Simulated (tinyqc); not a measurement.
# Strained Delta valleys, repopulation and conductivity mass: mobility against stress

A cubic crystal with three pairs of conduction valleys along x, y and z under uniaxial stress X along [110] (X > 0 is tension); current along [100]. Non-degenerate electrons, fixed total density, one relaxation time for all valleys and stresses, masses unchanged by strain, so the mobility goes as the mean inverse mass.

Stress s_ij = X a_i a_j with a the unit vector along [110]; strain e_ii = s11 s_ii + s12 (s_jj + s_kk), e_ij = s44 s_ij/2. Valley shift dE = Xu (n.e.n - trace(e)/3) with n the valley axis; share f proportional to exp(-dE/Vt). Inverse mass along the current d = [100]: (n.d)^2/ml + (1 - (n.d)^2)/mt; mu/mu0 = sum f (1/m) over the plain mean of 1/m. The linear estimate is 1 - pi X with pi the small-stress slope -d(mu/mu0)/dX.

Values chosen for this exercise; values close to those of silicon:
```
symbol  value   unit                      meaning
T         300      K                  temperature
s11      7.49  1/TPa                   compliance
s12     -2.13  1/TPa                   compliance
s44      12.8  1/TPa                   compliance
Xu       8.65     eV  shear deformation potential
ml      0.906     m0            longitudinal mass
mt      0.189     m0              transverse mass
```

Constants: q = 1.602176634e-19 C, kB = 1.380649e-23 J/K, Vt = kB T/q. Results are converted to the units shown.

Result of one run:

| splitting (meV) | largest share | mu/mu0 | linear estimate |
|---|---|---|---|
| 1.040 | 0.3378 | 0.9952 | 0.9952 |

Which uniaxial stress (tension positive) X gave this result: -25, -400, -700 or -2500 MPa?

X = -25 MPa.

The whole series:

| X (MPa) | splitting (meV) | largest share | mu/mu0 | linear estimate |
|---|---|---|---|---|
| -25 | 1.040 | 0.3378 | 0.9952 | 0.9952 |
| -50 | 2.080 | 0.3422 | 0.9905 | 0.9904 |
| -100 | 4.161 | 0.3507 | 0.9813 | 0.9808 |
| -200 | 8.321 | 0.3670 | 0.9638 | 0.9616 |
| -400 | 16.64 | 0.3960 | 0.9326 | 0.9231 |
| -700 | 29.12 | 0.4303 | 0.8958 | 0.8654 |
| -1000 | 41.61 | 0.4545 | 0.8697 | 0.8078 |
| -1500 | 62.41 | 0.4786 | 0.8438 | 0.7117 |
| -2500 | 104.0 | 0.4956 | 0.8256 | 0.5194 |

The ratio mu/mu0 falls from 0.995 to 0.826; pi = -19.2e-11 1/Pa. The linear estimate of the change is 1.007 times the computed change in the first row and 2.76 times it in the last: once the splitting is several Vt (Vt = 25.9 meV) the upper valleys are nearly empty and little is left to move. At X = -2500 MPa the stress passes 1.5 GPa, where intervalley scattering and masses change too.

Range of the model: Shear strain also changes the transverse masses of these valleys, which is left out.

Program tinyqc, `OMP_NUM_THREADS=1 python tinyqc.py 2530028 2530029 out.jsonl`; Intel Xeon 2.30GHz, shared host, one thread, about 0.01 s.
